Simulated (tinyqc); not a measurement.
Inside a calculation. Method: Rayleigh-quotient iteration on a symmetric matrix. One step of it, computed by the program tinyqc.

Task: Step 3. solve (A - shift) w = v; v' = w/|w| with its largest component positive (the first on a tie); lambda = v'^T A v'; the next shift is lambda.

A, lower triangle:
```
,1,2,3
1,0.114000
2,-0.080000,0.721000
3,0.300000,-0.270000,3.085000
```

vector after step 2: 0.142486  0.970560  0.194193

Rayleigh quotient after step 2 = 0.690524

Give: vector after step 3; Rayleigh quotient after step 3.

Result:

vector after step 3: -0.0751  0.9898  0.1213

Rayleigh quotient after step 3 = 0.6940
